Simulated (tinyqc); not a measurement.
Long-channel MOSFET, surface-potential model: course of the iteration: surface potential at the source by Newton steps.

n-channel transistor on a uniformly doped p-type body, gradual-channel approximation, constant mobility, Boltzmann statistics, full ionisation. Potentials are counted from the neutral body; V is the electron quasi-Fermi potential, Vsb at the source and Vsb + Vds at the drain. Charges are magnitudes per area.

With V = Vsb: G = psi - Vt + Vt e, e = exp((psi - 2 phiF - Vsb)/Vt); f = Vgs + Vsb - Vfb - psi - gamma sqrt(G); f' = -1 - gamma (1 + e)/(2 sqrt(G)); psi(new) = psi - f/f'.

Stop when psi changes by less than 1e-10 V, or after 40 iterations.

Values chosen for this exercise; material values those of a made-up semiconductor: temperature T = 300 K; flat-band voltage Vfb = -0.6 V; source-body reverse bias Vsb = 0.5 V; gate-source voltage Vgs = 1.68 V.

Constants: q = 1.602176634e-19 C, kB = 1.380649e-23 J/K, Vt = kB T/q. Results are converted to the units shown.

psi at the start (the smaller of 2 phiF + Vsb + 4 Vt and the root without inversion charge) = 1.68925 V
phiF = 0.542919 V
gamma = 0.583294 V^0.5

Course of the iteration:
```
iteration  psi (V)  |change| (V)
1          1.69587       6.62e-3
2          1.69537       5.09e-4
3          1.69536       3.34e-6
4          1.69536      1.43e-10
5          1.69536             0
```

Did this iteration meet its convergence test, and what does its course show?

Yes. Converged in 5 iterations. At the end the number of correct digits about doubles with each step.

Range of the model: mu V/L, with V the smaller of Vds and Vgs - VT, passes 3e6 cm/s, so velocity saturation, left out here, would lower the current.

Computed by the program tinyqc: `OMP_NUM_THREADS=1 python tinyqc.py 2360011 2360012 out.jsonl`, one thread of a shared Intel Xeon 2.30GHz, about 0.03 s for the whole run.
